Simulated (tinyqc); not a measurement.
Pump-down curve: gas flow in a process chamber: flow regimes, conductance, effective pumping speed, pump-down, outgassing and purge. Computed by tinyqc, a small Python program. Command: `OMP_NUM_THREADS=1 python tinyqc.py 3120917 3120918 out.jsonl pump walk`. One thread of a shared host (Intel(R) Xeon(R) Processor @ 2.30GHz), about 0.06 s of CPU time with the checks.

Ideal gas, isothermal flow, a pump of constant speed at the end of a round pipe; process gas, volume gas and outgassing are given the same properties. 1 sccm = 101325 Pa x 1e-6 m^3/60 s x T/273.15 K.

Inputs (values chosen for the exercise, modelled on water vapour near room temperature): molar mass M = 18.02 g/mol; molecular diameter = 0.46 nm; viscosity eta = 9.9 micropascal s; temperature T = 350 K; chamber volume V = 120 L; wall area = 3.3 m^2; pipe diameter d = 6.3 cm; pipe length l = 10 cm; pump speed S = 42 L/s; outgassing rate after 1 h = 1.9e-05 Pa m^3/(s m^2); outgassing exponent n = 0.9; starting pressure p0 = 1400 Pa.

Constants: k_B = 1.380649e-23 J/K; u = 1.6605390666e-27 kg.

Method:
- Mean speed c = sqrt(8 k_B T/(pi m)); aperture conductance C_a = c pi d^2/16; molecular pipe C_m = C_a/(1 + 3 l/(4 d)) (Dushman form); viscous pipe C_v = pi d^4 p_mean/(128 eta l); Knudsen interpolation C = C_v + C_m (1 + x)/(1 + 1.24 x), x = d p_mean sqrt(m/(k_B T))/eta.
- Effective speed 1/S_eff = 1/S + 1/C_m; time constant V/S_eff; pressure at which the free path k_B T/(sqrt2 pi d_m^2 p) equals d.
- Pump-down: V dp/dt = -S_eff(p) p + q(t) A, with S_eff = S p_2/p, where p_2 solves C((p + p_2)/2) (p - p_2) = S p_2 at each moment, and q(t) = q_1 (1 h/(t + 10 s))^n; integrated adaptively. At long times p = q(t) A/S_eff.
- S_eff(p) is tabulated at 260 pressures and interpolated in ln p. Comparison columns: p0 exp(-t/time constant) with the molecular S_eff (0 below 1e-26 p0), and the outgassing limit.

time constant = 3.38312 s

S_eff in molecular flow = 35.4702 L/s

Pressure against time:
```
t (s)       p (Pa)  S_eff (L/s)  volume gas only (Pa)  outgassing limit (Pa)
0.3     1.2605e+03       41.996            1.2812e+03             3.4397e-01
1       9.8668e+02       41.995            1.0417e+03             3.2421e-01
3       4.9015e+02       41.991            5.7679e+02             2.7895e-01
10      4.2558e+01       41.895            7.2848e+01             1.8930e-01
30      1.6560e-01       36.062            1.9724e-01             1.0144e-01
100     4.2131e-02       35.374            2.0371e-10             4.0815e-02
300     1.6273e-02       35.367                     0             1.6064e-02
1000    5.5733e-03       35.421                     0             5.5486e-03
3600    1.7656e-03       35.452                     0             1.7633e-03
20000   3.7763e-04       35.466                     0             3.7753e-04
100000  8.8728e-05       35.469                     0             8.8723e-05
```

From t = 100 s on the pressure is within 20 % of the outgassing limit, which falls only as (t + 10 s)^-0.9: walls, not volume, set the time to base pressure.
